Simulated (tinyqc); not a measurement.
Pariser-Parr-Pople SCF with singles CI, for the molecule C=CC(=C)C=CN (SMILES; centres numbered as the heavy atoms are written), step by step. One step of it, computed by the program tinyqc.

Task: Iteration 2: orbitals and new P. Diagonalise F (the basis is taken as orthonormal) and form P = 2 sum c c over the lowest orbitals; 0.5 of the old P is kept.

F (eV), lower triangle:
```
           1C         2C         3C         4C         5C         6C          7N
1C  -3.297606
2C  -6.020441  -2.831943
3C   0.009525  -3.865543  -2.138545
4C   0.613716  -0.055028  -5.437228  -2.961017
5C   0.363659  -0.024611  -4.275725   0.557752  -3.833251
6C   0.011398   0.098628  -0.025461   0.674787  -5.167897  -4.707209
7N  -0.117618  -0.007364   0.238416  -0.459026   0.911116  -4.847163  -12.964455
```

pi electrons, sum of z_r less the charge = 8

P after iteration 1, lower triangle:
```
           1C         2C         3C         4C         5C        6C        7N
1C   1.030208
2C   0.923943   0.979173
3C  -0.003569   0.375441   0.972974
4C  -0.331389   0.020614   0.775470   1.216596
5C  -0.153504   0.009219   0.479869  -0.208969   1.226826
6C  -0.006907  -0.053256   0.009540  -0.284874   0.707089  0.999417
7N   0.084144   0.005069  -0.127247   0.275584  -0.333136  0.606341  1.574806
```

Give: orbital energies; P after iteration 2.

Result:

orbital energies (eV): -15.4104  -11.3686  -8.9173  -6.9155  0.9414  2.8017  6.1346

P after iteration 2, lower triangle:
```
         1C       2C       3C       4C       5C      6C      7N
1C   1.0372
2C   0.9306   0.9743
3C  -0.0044   0.3589   0.9647
4C  -0.3297   0.0263   0.8084   1.1519
5C  -0.1293   0.0105   0.4461  -0.1438   1.1704
6C  -0.0093  -0.0491   0.0144  -0.3256   0.7726  0.9949
7N   0.0553   0.0080  -0.0899   0.2322  -0.3223  0.5035  1.7066
```
